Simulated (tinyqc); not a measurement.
Undoped symmetric double-gate MOSFET, analytic potential model: one step of the calculation.

An undoped body of thickness ts between two equal insulators and tied gates; long channel, electrons only, n = ni exp((psi - V)/Vt) with V the quasi-Fermi potential (0 at the source, Vd at the drain), constant mobility, no quantisation. Across the body psi(x) = V - 2 Vt ln[(ts/(2 beta)) sqrt(q ni/(2 eps0 eps_r Vt)) cos(2 beta x/ts)], x from the centre. Q is the electron charge per area of the whole body.

Task. beta at the source by Newton steps. With V = 0: f = ln(beta) - ln(cos beta) + 2 r beta tan(beta) - (Vg - V0)/(2 Vt); f' = 1/beta + tan(beta) + 2 r [tan(beta) + beta/cos^2(beta)]; beta(new) = beta - f/f'.

Inputs (values chosen for the exercise): temperature T = 273 K; gate voltage Vg = 0.94 V.

Constants: q = 1.602176634e-19 C, kB = 1.380649e-23 J/K, Vt = kB T/q. Results are converted to the units shown.

beta after iteration 1 = 1.2680457
r = 0.81318914
V0 = 0.57558383 V

Wanted: f; f'; beta after iteration 2.

Result.

f = 0.3050
f' = 32.40
beta after iteration 2 = 1.259

Program tinyqc, `OMP_NUM_THREADS=1 python tinyqc.py 2440051 2440052 out.jsonl`; Intel Xeon 2.30GHz, shared host, one thread, about 0.01 s.
